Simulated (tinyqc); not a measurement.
# Electron mobility in a silicon inversion layer, empirical terms and Matthiessen rule, step by step

Numbers from tinyqc (`OMP_NUM_THREADS=1 python tinyqc.py 2510155 2510156 out.jsonl`; about 0.01 s on one thread of a shared Intel Xeon 2.30GHz). Printed values are rounded.

Inversion layer of sheet density Ns on a uniformly doped body. The mobility terms are empirical power laws with prefactors chosen for the exercise; adding their inverses (Matthiessen) is itself an approximation.

Values chosen for this exercise; material values close to those of silicon:
- T = 293 K (temperature)
- Eg = 1.14 eV (band gap)
- eps_r = 11.8 (relative permittivity of the semiconductor)
- Nc = 2.67e19 cm^-3 (conduction-band density of states at T)
- Nv = 2.61e19 cm^-3 (valence-band density of states at T)
- Nb = 1.5e17 cm^-3 (body doping)
- Vsb = 0 V (reverse body bias)
- eta = 0.5 (weight of the inversion charge in the effective field)
- Cox = 2.01 uF/cm^2 (gate capacitance)
- Ap = 453 cm^2/(V s) (phonon-limited mobility at 1 MV/cm and 300 K)
- As = 1170 cm^2/(V s) (roughness-limited mobility at 1 MV/cm)
- gs = 2 (exponent of the roughness term)
- Ac = 2700 cm^2/(V s) (Coulomb prefactor)
- Nit = 4.7e10 cm^-2 (charge at the interface)
- Ns = 3.6e12 cm^-2 (inversion density)
- WL = 10 (ratio W/L)
- Vd = 0.01 V (drain voltage)
- I = 28 uA (measured linear current)

Constants: q = 1.602176634e-19 C, kB = 1.380649e-23 J/K, Vt = kB T/q, eps0 = 8.8541878128e-14 F/cm where lengths are in cm. Results are converted to the units shown.

## Depletion charge and effective field

ni = sqrt(Nc Nv) exp(-Eg/(2 Vt)), Eg in volts; Ndep = sqrt(2 eps0 eps_r Nb (2 Vt ln(Nb/ni) + Vsb)/q); E = q (Ndep + eta Ns)/(eps0 eps_r), in MV/cm.

ni = 4.14218e9 cm^-3
Ndep = 1.31127e12 cm^-2
E = 0.477109 MV/cm

The depletion charge gives 42.1 % of the field.

## Mobility terms and their sum

With t = T/(300 K): muC = Ac (Ns/1e12 cm^-2) t/(Nb/1e17 cm^-3 + Nit/1e11 cm^-2), muP = Ap E^(-1/3) t^(-1.75), muS = As E^(-gs); 1/mu is the sum of the inverses.

terms (cm^2/(V s)): Coulomb 4818.88, phonon 604.185, roughness 5139.86
mu = 486.098 cm^2/(V s)
shares of 1/mu (%): Coulomb 10.0874, phonon 80.4552, roughness 9.45742

The phonon term limits most.

## Iteration 1: inversion density for the measured current

Ns at the start = 2.5e12 cm^-2

I = (W/L) q Ns mu Vd. E = q (Ndep + eta Ns)/(eps0 eps_r) in MV/cm. With t = T/(300 K): muC = Ac (Ns/1e12 cm^-2) t/(Nb/1e17 cm^-3 + Nit/1e11 cm^-2), muP = Ap E^(-1/3) t^(-1.75), muS = As E^(-gs); 1/mu is the sum of the inverses. Ns(new) = I/((W/L) q mu Vd).

E = 0.392767 MV/cm
mu = 504.571 cm^2/(V s)
Ns after iteration 1 = 3.46358e12 cm^-2

## Iteration 2: inversion density for the measured current

As before.

E = 0.466649 MV/cm
mu = 489.057 cm^2/(V s)
Ns after iteration 2 = 3.57345e12 cm^-2

## Course of the iteration: inversion density for the measured current

Stop when Ns changes by less than 1e5 cm^-2, or after 120 iterations.

Course of the iteration:
```
iteration	Ns (cm^-2)	|change| (cm^-2)
1	3.46358e12	9.64e11
2	3.57345e12	1.10e11
3	3.59089e12	1.74e10
4	3.59372e12	2.83e9
5	3.59418e12	4.62e8
6	3.59426e12	7.54e7
7	3.59427e12	1.23e7
8	3.59427e12	2.01e6
9	3.59427e12	3.27e5
10	3.59427e12	5.34e4
```

Converged in 10 iterations. At the end each change is about 0.16 times the one before: linear convergence.

## Split C-V extraction

```
point	Vg (V)	Cgc (uF/cm^2)	I (uA)
0	0	0.00103424	1.05389e-6
1	0.1	0.0188582	3.51223e-4
2	0.2	0.298256	0.0917365
3	0.3	1.53206	3.82513
4	0.4	1.97648	14.1758
5	0.5	2.00815	24.0180
6	0.6	2.00990	32.1499
7	0.7	2.00999	38.8095
8	0.8	2.01000	44.2497
9	0.9	2.01000	48.6710
10	1	2.01000	52.2346
11	1.1	2.01000	55.0730
12	1.2	2.01	57.2978
```

Q(Vg) is the trapezoid sum of Cgc from the first point (where Q is taken as 0); mu_eff = I/((W/L) Q Vd); mu_FE = (dI/dVg)/((W/L) Cox Vd) with a backward difference. Listed from point 4 on.

```
point	Q (uC/cm^2)	mu_eff (cm^2/(V s))	mu_FE (cm^2/(V s))
4	0.283793	499.511	514.957
5	0.483025	497.241	489.661
6	0.683927	470.078	404.574
7	0.884922	438.564	331.322
8	1.08592	407.485	270.657
9	1.28692	378.197	219.968
10	1.48792	351.057	177.290
11	1.68892	326.084	141.216
12	1.88992	303.176	110.687
```

At the last point mu_FE is 63 % below mu_eff: where the mobility falls with gate voltage the slope of I understates it.
